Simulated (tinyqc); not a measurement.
## Diffusion length from constant photovoltage

Question. In a thick sample with a thin depletion layer the excess density at its edge goes as flux/(1/alpha + L), so the flux needed for a fixed surface photovoltage is proportional to 1/alpha + L. Find L.

photon flux for the same photovoltage at absorption coefficients 160 and 1600 1/cm (relative units): 71.1  14.85

Solution. The line of flux against 1/alpha meets zero at -L.

slope against 1/alpha = 1.000 1/um
L = 8.600 um

Computed by the program tinyqc: `OMP_NUM_THREADS=1 python tinyqc.py 2430157 2430158 out.jsonl`, one thread of a shared Intel Xeon 2.30GHz, about 0.01 s for the whole run.
